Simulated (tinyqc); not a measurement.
CIS on RHF in the sto-3g basis, frozen core, for BeH+, spin multiplicity 1, step by step. One step of it, computed by the program tinyqc.

Question. CIS matrix, singlets. A(ia,jb) = (e_a - e_i) d_ij d_ab + 2 (ia|jb) - (ij|ab).

orbital energies (hartree): MO1 -5.006023, MO2 -0.686902, MO3 -0.257267, MO4 -0.132896, MO5 -0.132896, MO6 0.198484

Two-electron integrals over orbitals (pq|rs), unique and non-zero (hartree); the lowest 1 orbital is frozen and left out:
```
p,q,r,s,(pq|rs)
2,2,2,2,0.490341
3,2,2,2,-0.067729
3,2,3,2,0.047545
3,3,2,2,0.321775
3,3,3,2,0.033163
3,3,3,3,0.448825
4,2,4,2,0.043952
4,3,4,2,0.032726
4,3,4,3,0.050368
4,4,2,2,0.356605
4,4,3,2,0.029088
4,4,3,3,0.392217
4,4,4,4,0.449859
5,2,5,2,0.043952
5,3,5,2,0.032726
5,3,5,3,0.050368
5,4,5,4,0.024249
5,5,2,2,0.356605
5,5,3,2,0.029088
5,5,3,3,0.392217
5,5,4,4,0.401360
5,5,5,5,0.449859
6,2,2,2,0.037409
6,2,3,2,-0.050990
6,2,3,3,-0.021165
6,2,4,4,-0.064441
6,2,5,5,-0.064441
6,2,6,2,0.121101
6,3,2,2,-0.056350
6,3,3,2,0.042195
6,3,3,3,0.055774
6,3,4,4,0.026689
6,3,5,5,0.026689
6,3,6,2,-0.054566
6,3,6,3,0.058862
6,4,4,2,-0.027898
6,4,4,3,-0.011159
6,4,6,4,0.024201
6,5,5,2,-0.027898
6,5,5,3,-0.011159
6,5,6,5,0.024201
6,6,2,2,0.493565
6,6,3,2,-0.069807
6,6,3,3,0.349121
6,6,4,4,0.360116
6,6,5,5,0.360116
6,6,6,2,0.067554
6,6,6,3,-0.059462
6,6,6,6,0.533216
```

Give: CIS matrix A, singlet.

Answer.

CIS matrix A, singlet (hartree):
```
,2>3,2>4,2>5,2>6
2>3,0.2030,0.0000,0.0000,-0.0456
2>4,0.0000,0.2853,0.0000,0.0000
2>5,0.0000,0.0000,0.2853,0.0000
2>6,-0.0456,0.0000,0.0000,0.6340
```
